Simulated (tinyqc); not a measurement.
Bandgap voltage reference from two bipolar transistors: one step of the calculation.

Two transistors of area 1 and N carry the same current I. Is(T) = Is (T/T0)^eta exp[(Vg0 q/kB)(1/T0 - 1/T)], VBE1 = Vt ln(I/Is(T)) + I rb, VBE2 = Vt ln(I/(N Is(T))) + I rb/N. The amplifier forces I R1(T) = VBE1 - VBE2 + Vos, with R(T) = R (1 + tc (T - T0)) for both resistors, and the output is Vref = VBE1 + I R2(T). Base currents and the Early effect are neglected.

Task. Resistor for zero slope at T0, ideal case. With tc = 0, Vos = 0 and rb = 0 the current is proportional to T, dVBE/dT = (VBE - Vg0 - (eta - 1) Vt)/T, and Vref has zero slope at T0 when Vref = Vg0 + (eta - 1) Vt0. Find VBE1, its slope, that Vref, R2/R1 and the curvature d2Vref/dT2 = -(eta - 1) kB/(q T0).

Values chosen for this exercise; values of the order met in silicon bipolar transistors:

| symbol | value | unit | meaning |
|---|---|---|---|
| T0 | 298 | K | reference temperature |
| Vg0 | 1.161 | V | band-gap voltage extrapolated to 0 K |
| eta | 3.6 |  | temperature exponent of the saturation current |
| Is | 1.7e-18 | A | saturation current of the unit transistor at T0 |
| N | 4 |  | area ratio of the second transistor |
| R1 | 3.3 | kohm | resistor across which the difference of VBE falls, at T0 |

Constants: q = 1.602176634e-19 C, kB = 1.380649e-23 J/K. Results are converted to the units shown.

Give: VBE1; dVBE/dT; Vref; R2/R1; curvature.

Result.

VBE1 = 0.7570 V
dVBE/dT = -1.580 mV/K
Vref = 1.228 V
R2/R1 = 13.22
curvature = -0.7518 uV/K^2

Computed by the program tinyqc: `OMP_NUM_THREADS=1 python tinyqc.py 2062186 2062187 out.jsonl`, one thread of a shared Intel Xeon 2.30GHz, about 0.03 s for the whole run.
